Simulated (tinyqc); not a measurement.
Input admittance of a MOSFET at zero drain bias: distributed channel and distributed gate: one step of the calculation.

Source and drain grounded, strong inversion, w = 2 pi f, Cox = eps0 eox/tox. The channel is an RC line of resistance 1/(mu Cox Vo) per square fed from both ends, so one finger has the intrinsic admittance y = i w Cox L tanh(g)/g per width, g = (1/2) sqrt(i w tau), tau = L^2/(mu Vo). The vertical resistance rv/L is in series with y, the overlaps 2 i w Cov in parallel: y_t = 1/(1/y + rv/L) + 2 i w Cov. The gate strip is a line of Rsh/L per length loaded by y_t, so a finger has Y = y_t Wf tanh(k)/k, k = (Wf/sd) sqrt(y_t Rsh/L); the device has Nf Y.

Task. Input impedance of the device. k and Y as defined; Z = 1/(Nf Y) = R + 1/(i w C); Q = |Im Z|/R; signal at the point farthest from a contact |1/cosh k|.

Inputs (values chosen for the exercise); values of the order met in silicon radio-frequency transistors: channel length L = 0.22 um; finger width Wf = 19 um; number of fingers Nf = 16; sheet resistance of the gate Rsh = 13 ohm/square; number of ends at which a finger is contacted sd = 1; frequency f = 1.4 GHz.

y_t = 0.058322+19.346441i uS/um

Wanted: k; Nf Y; R; C; Q; signal at the far point.

Result.

k = 0.45494+0.45357i
Nf Y = 0.8039+5.7468i mS
R = 23.876 ohm
C = 666.09 fF
Q = 7.1483
signal at the far point = 0.98550

Computed by the program tinyqc: `OMP_NUM_THREADS=1 python tinyqc.py 2262083 2262084 out.jsonl`, one thread of a shared Intel Xeon 2.30GHz, about 0.01 s for the whole run.
